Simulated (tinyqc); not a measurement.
Worked calculation: Jacobi rotations on a symmetric matrix. One step of it, computed by the program tinyqc.

Task: Jacobi rotation 2. Take the largest off-diagonal element A_pq; tan 2 theta = 2 A_pq / (A_qq - A_pp) with |theta| <= pi/4; A' = J^T A J with J_pp = J_qq = cos, J_pq = sin, J_qp = -sin.

A':
$$\begin{pmatrix}
0.019000 & 0.063151 & -0.000095 & 0.055000 \\
0.063151 & 1.003250 & 0.000000 & -0.069325 \\
-0.000095 & 0.000000 & 1.980750 & 0.064078 \\
0.055000 & -0.069325 & 0.064078 & 2.424000
\end{pmatrix}$$

Give: p, q, theta; A'.

Result:

p, q, theta (rad): [2.000, 4.000, -0.049]

A':
$$\begin{pmatrix}
0.019 & 0.066 & 0.000 & 0.052 \\
0.066 & 1.000 & 0.003 & 0.000 \\
0.000 & 0.003 & 1.981 & 0.064 \\
0.052 & 0.000 & 0.064 & 2.427
\end{pmatrix}$$
